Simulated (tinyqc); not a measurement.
Four-point probe, van der Pauw, Hall and spreading-resistance readings of a semiconductor layer. From one set of inputs to another, one input at a time. Computed by tinyqc, a small Python program. Command: `OMP_NUM_THREADS=1 python tinyqc.py 3113073 3113074 out.jsonl probe ladder`. One thread of a shared host (Intel(R) Xeon(R) Processor @ 2.30GHz), about 0.01 s of CPU time with the checks.

The layer is uniform and ohmic; contacts are points unless a radius is given.

The inputs printed are set A. Set A is modelled on n-type silicon; the values taken over come from a set modelled on p-type silicon. Inputs not listed in the table keep their values of set A, so the rows need not describe a real material.

Inputs (values chosen for the exercise, modelled on n-type silicon): carrier density n = 3.3e+14 1/cm^3; drift mobility mu = 1230 cm^2/(V s); layer thickness t = 26 micrometre; probe spacing s = 0.5 mm; current I = 0.03 mA; magnetic field B = 0.6 T; Hall factor r_H = 1.3.

Backing of the layer: insulating.

Constants: e = 1.602176634e-19 C.

Method:
- rho = 1/(e n mu); R_s = rho/t.
- Collinear probes with equal spacing on a layer with insulating backing: images at depth 2 m t give V = (rho I/(2 pi s)) G, G = 1 + 4 sum_(m>=1) [1/sqrt(1 + (2 m u)^2) - 1/sqrt(4 + (2 m u)^2)], u = t/s; the sum runs to m = 20000, with the tail 3/(32 u^3 M^2) added to the sum for M = 20000.
- Limits: thick, rho = 2 pi s V/I; thin on an insulator, rho = (pi/ln 2) t V/I.
- V_H = r_H I B/(e n t); apparent density n/r_H; Hall mobility r_H mu; Hall angle tan = r_H mu B (SI).

Each row keeps all changes above it:
```
input moved                        from       to  sheet resistance R_s (ohm/square)  rho by the thick formula (ohm cm)  Hall voltage (mV)
set A                                 -        -                             5914.2                             409.94             17.022
carrier density n (1/cm^3)      3.3e+14  2.5e+15                              780.7                              54.11              2.247
probe spacing s (mm)                0.5        1                              780.7                             108.22              2.247
current I (mA)                     0.03     0.09                              780.7                             108.22              6.741
layer thickness t (micrometre)       26      220                               92.3                              12.79              0.797
magnetic field B (T)                0.6     0.43                               92.3                              12.79              0.571
drift mobility mu (cm^2/(V s))     1230      443                              256.2                              35.51              0.571
```

Sheet resistance R_s goes from 5910 to 256, a factor 0.0433 in all. The largest single move comes from layer thickness t (a factor 0.118), and drift mobility mu works against it (a factor 2.78). rho by the thick formula goes from 410 to 35.5, a factor 0.0866 in all. The largest single move comes from layer thickness t (a factor 0.118), and drift mobility mu works against it (a factor 2.78). Hall voltage goes from 17.0 to 0.571, a factor 0.0335 in all. The largest single move comes from layer thickness t (a factor 0.118), and current I works against it (a factor 3.00). The single moves hold for this order of the switches; the total does not depend on the order.

Extremes, crossings and ranges named in words are read from the listed rows.
